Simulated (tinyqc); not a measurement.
Three descriptions against temperature: one anharmonic mode: perturbation theory, self-consistent phonons and exact levels. Computed by tinyqc, a small Python program. Command: `OMP_NUM_THREADS=1 python tinyqc.py 3013460 3013461 out.jsonl scp walk`. One thread of a shared host (Intel(R) Xeon(R) Processor @ 2.30GHz), about 0.03 s of CPU time with the checks.

V(x) = k x^2/2 + b x^4 for one coordinate x of mass M. A constant K > 0 gives hbar Omega = sqrt((hbar^2/u) K/M) with K in eV/angstrom^2 and M in u.

Inputs (values chosen for the exercise, for a model mode): mode mass M = 36.3 u; harmonic constant k = 7.97 eV/angstrom^2; quartic constant b = 65 eV/angstrom^4.

Shape: single well.

Constants: hbar^2/u = 4.18015928e-03 eV angstrom^2; k_B = 8.617333262e-05 eV/K.

Method:
- Self-consistent phonon, centred at x = 0: K = k + 12 b <x^2>, <x^2> = (hbar Omega/(2K)) coth(hbar Omega/(2 k_B T)).
- Its free energy is F = k_B T ln[2 sinh(hbar Omega/(2 k_B T))] + (k - K)<x^2>/2 + 3 b <x^2>^2, an upper bound to the exact one.
- Basis: oscillator states n of the constant |k|, with x = s (a + a+), s^2 = hbar Omega/(2|k|); H = hbar Omega (n + 1/2) + (k - |k|) x^2/2 + b x^4, with exact matrix elements of x^2 and x^4.
- Exact values use 120 basis states: F = -k_B T ln sum exp(-E_n/(k_B T)), and <x^2> is the Boltzmann mean.
- The classical <x^2> is int x^2 exp(-V/(k_B T)) dx / int exp(-V/(k_B T)) dx (2001 points over six exact widths each way).

Results; columns: (1) T (K); (2) hbar Omega, self-consistent (meV); (3) <x^2>, self-consistent; (4) <x^2>, exact; (5) F, self-consistent (meV); (6) F, exact (meV); (7) <x^2>, classical:
```
(1)      (2)        (3)        (4)      (5)      (6)         (7)
18    32.795  0.0017557  0.0017589   15.796   15.790  1.9109e-04
42    32.795  0.0017561  0.0017593   15.796   15.789  4.3597e-04
88    32.854  0.0017992  0.0018033   15.696   15.688  8.7914e-04
160   33.229  0.0020747  0.0020852   14.477   14.461   0.0015189
280   34.152  0.0027673  0.0028005   8.8711   8.8159   0.0024796
490   35.768  0.0040253  0.0041208  -8.9121  -9.0978   0.0039488
840   38.040  0.0058924  0.0061193  -52.510  -53.047   0.0060278
1400  40.884  0.0083910  0.0088477  -143.70  -145.04   0.0087982
```

What does the comparison show, and why?

The self-consistent quantum hardens from 32.79 to 40.88 meV, since a wider spread samples the steep quartic walls. Its <x^2> misses by -0.2 % at the lowest T and -5.2 % at the highest; the excess in F runs from 0.007 to 1.336 meV. The classical value is 0.11 of the exact one at the lowest T and 0.994 at the highest.

Extremes, crossings and ranges named in words are read from the listed rows.
